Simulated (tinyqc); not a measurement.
Inside a calculation. Model: tunnelling through a two-layer gate stack, WKB transmission and Tsu-Esaki current.

tinyqc, about 0.03 s, one thread, Intel Xeon 2.30GHz (shared host): `OMP_NUM_THREADS=1 python tinyqc.py 2540046 2540047 out.jsonl` Printed values are rounded.

Electrons leave the emitter at x = 0. Energies E (motion across the layers) are in eV from the emitter Fermi level; the collector Fermi level lies at -V and offers states at every E. No charge in the dielectric and no image force: F1 = V/(t1 + t2 eps1/eps2), F2 = F1 eps1/eps2; U = phi1 - F1 x in layer 1 and phi2 - F1 t1 - F2 (x - t1) in layer 2. With C = hbar^2/(2 m0), kappa = sqrt(m (U - E)/C) where U > E and 0 elsewhere; T(E) = exp(-S), S = 2 times the integral of kappa over x.

Parameters, values chosen for the exercise; layer 1 close to silicon dioxide, layer 2 close to hafnium oxide: temperature T = 77 K; Fermi energy of the emitter above its band bottom Ef = 0.33 eV; emitter mass in the supply function me = 0.36 m0; barrier of layer 1 above the emitter Fermi level at zero bias phi1 = 2.99 eV; tunnelling mass of layer 1 m1 = 0.48 m0; thickness of layer 1 t1 = 1 nm; relative permittivity of layer 1 eps1 = 3.75; barrier of layer 2 at zero bias phi2 = 1.52 eV; tunnelling mass of layer 2 m2 = 0.19 m0; thickness of layer 2 t2 = 2.3 nm; relative permittivity of layer 2 eps2 = 21; voltage across the dielectric V = 0.5 V; energy of the electron followed E = 0 eV; cells in each layer nc = 4; lower end of the energy grid Ea = -0.33 eV; upper end of the energy grid Eb = 0.063 eV; points of the energy grid nE = 15.

Constants: q = 1.602176634e-19 C, kB = 1.380649e-23 J/K, hbar = 1.054571817e-34 J s, m0 = 9.1093837015e-31 kg, Vt = kB T/q, hbar^2/(2 m0) = 0.0380998212 eV nm^2. Results are converted to the units shown.

## Fields and band edges

F1 = V/(t1 + t2 eps1/eps2), F2 = F1 eps1/eps2; U = phi1 - F1 x in layer 1 and phi2 - F1 t1 - F2 (x - t1) in layer 2. EOT = 3.9 (t1/eps1 + t2/eps2).

F1 = 3.544304 MV/cm
F2 = 0.6329114 MV/cm
U at the end of layer 1 = 2.635570 eV
U at the start of layer 2 = 1.165570 eV
U at the end of layer 2 = 1.02 eV
EOT = 1.467143 nm

## WKB exponent by the midpoint rule

Cut each layer into nc equal cells, take U and kappa at the cell centres, and sum S = 2 sum kappa h.

```
cell    x (nm)    U (eV)  kappa (1/nm)
0     0.125000  2.945696      6.091905
1     0.375000  2.857089      5.999582
2     0.625000  2.768481      5.905816
3     0.875000  2.679873      5.810537
4     1.287500  1.147373      2.392036
5     1.862500  1.110981      2.353795
6     2.437500  1.074589      2.314922
7     3.012500  1.038196      2.275386
```

S = 22.64048
T(E) = 1.470159e-10

## WKB exponent in closed form

Each layer adds (2/F) sqrt(m/C) [G(u at its left edge) - G(u at its right edge)] to S, with u = U - E (0 where negative) and G(u) = (2/3) u^1.5. The slope follows from 1/d = -dS/dE.

S = 22.64023
T(E) = 1.470523e-10
energy d over which T(E) grows by a factor e = 0.14218 eV

The midpoint rule gives S = 22.640, so its T(E) is 0.025 % below this value. The band edge stays above E through the whole stack: direct tunnelling through a trapezoid.

## Current density on a coarse energy grid

J = J0 times the integral of T(E) N(E) dE, N = ln[(1 + exp(-E/Vt))/(1 + exp((-E - V)/Vt))], J0 = q^2 me m0 kB T/(2 pi^2 hbar^3) (times 1e-4 for A/cm^2 per eV), by Simpson's rule on nE equally spaced points from Ea to Eb.

```
point      E (eV)          T(E)            N        T(E) N
0      -0.3300000  1.638247e-11     49.73365  8.147603e-10
1      -0.3019286  1.957167e-11     45.50306  8.905707e-10
2      -0.2738571  2.341647e-11     41.27247  9.664554e-10
3      -0.2457857  2.805940e-11     37.04188   1.039373e-9
4      -0.2177143  3.367578e-11     32.81129   1.104946e-9
5      -0.1896429  4.048177e-11     28.58070   1.156997e-9
6      -0.1615714  4.874440e-11     24.35011   1.186932e-9
7      -0.1335000  5.879437e-11     20.11952   1.182915e-9
8      -0.1054286  7.104210e-11     15.88893   1.128783e-9
9      -0.0773571  8.599827e-11     11.65835   1.002598e-9
10     -0.0492857  1.042999e-10     7.428347  7.747755e-10
11     -0.0212143  1.267434e-10     3.237228  4.102974e-10
12      0.0068571  1.543279e-10    0.3043812  4.697452e-11
13      0.0349286  1.883095e-10  0.005161140  9.718915e-13
14      0.0630000  2.302722e-10  7.525386e-5  1.732887e-14
```

J0 = 3.865699e7 A/(cm^2 eV)
J = 0.01228665 A/cm^2

The integrand peaks at E = -0.162 eV among these points. A converged quadrature from -Ef to above the barrier gives 0.01227 A/cm^2; this grid is 0.14 % above that.
